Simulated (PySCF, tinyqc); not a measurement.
RHF in the sto-6g basis, for H3+, spin multiplicity 1, step by step. The lowest restricted solution is unstable here: a spin-polarised one lies 0.0019 hartree lower (PySCF). One step of it, computed by the program tinyqc.

Task: Orthogonalisation. S = U s U^T; symmetric (Loewdin) form X = U s^(-1/2) U^T, so that X^T S X = 1.

overlap S:
```
          1H 1s     2H 1s     3H 1s
1H 1s  1.000000  0.441603  0.441603
2H 1s  0.441603  1.000000  0.087469
3H 1s  0.441603  0.087469  1.000000
```

Give: eigenvalues of S; X.

Result:

eigenvalues of S: 0.4177  0.9125  1.6698

X:
```
         1H 1s    2H 1s    3H 1s
1H 1s   1.1876  -0.2728  -0.2728
2H 1s  -0.2728   1.0902   0.0434
3H 1s  -0.2728   0.0434   1.0902
```
